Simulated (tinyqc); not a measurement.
Off-state leakage of single and stacked transistors: two steps of the calculation.

n-channel devices of unit width. Subthreshold current I(Vg, Vs, Vd) = I0 (T/300 K)^0.5 exp[(Vg - Vs - VT(T) - gb (Vs - Vb) + dd (Vd - Vs))/(nf Vt)] (1 - exp(-(Vd - Vs)/Vt)), VT(T) = VT - cT (T - 300 K). Gate-edge tunnelling Ig (Vd/1 V) exp(ag (Vd - 1 V)), for a gate at 0 V, and band-to-band leakage Ab u exp(-Bb/u), u = Vd - Vb + 1 V, flow at a drain held at V; both are taken as independent of T. In a stack of off transistors (all gates at 0 V) the same subthreshold current passes through each.

Parameters, values chosen for the exercise; values of the order met in bulk silicon logic transistors: temperature T = 300 K; supply voltage V = 1.2 V; threshold at 300 K, zero drain and body bias VT = 0.46 V; fall of the threshold with temperature cT = 0.9 mV/K; current at threshold at 300 K I0 = 0.11 uA/um; slope factor nf = 1.44; drain-induced lowering per volt dd = 0.14; rise of the threshold per volt of source-body bias gb = 0.17; gate-edge tunnelling current at 1 V Ig = 2e-6 uA/um; exponential slope of the gate current ag = 5.5 1/V; prefactor of band-to-band leakage at the drain Ab = 3 uA/(um V); its exponential voltage Bb = 26 V; body voltage Vb = -0.3 V.

Constants: q = 1.602176634e-19 C, kB = 1.380649e-23 J/K, Vt = kB T/q. Results are converted to the units shown.

Question 1. Leakage of one transistor. Vg = Vs = 0, Vd = V; effective threshold VT(T) - gb Vb - dd V.

Wanted: effective threshold; parts; total; shares.

Answer 1.

effective threshold = 0.34300 V
parts (nA/um): subthreshold 0.010962, gate edge 0.0072100, band-to-band 0.22824
total = 0.24642 nA/um
shares (%): subthreshold 4.4487, gate edge 2.9259, band-to-band 92.625

The band-to-band part is the largest.

Question 2. New Vx. Stack of two, Vx the node between them: I_low = I(0, 0, Vx), I_up = I(0, Vx, V), f = ln(I_up/I_low), f' = -(1 + gb + 2 dd)/(nf Vt) - 1/(Vt (exp(Vx/Vt) - 1)) - 1/(Vt (exp((V - Vx)/Vt) - 1)), Vx(new) = Vx - f/f'.

Vx at the start = 0.116 V

Give: I_low; I_up; f; f'; Vx after iteration 1.

Answer 2.

I_low = 1.8388e-4 nA/um
I_up = 1.8498e-4 nA/um
f = 0.0059448
f' = -39.391 1/V
Vx after iteration 1 = 0.11615 V

tinyqc, about 0.03 s, one thread, Intel Xeon 2.30GHz (shared host): `OMP_NUM_THREADS=1 python tinyqc.py 2242048 2242049 out.jsonl`
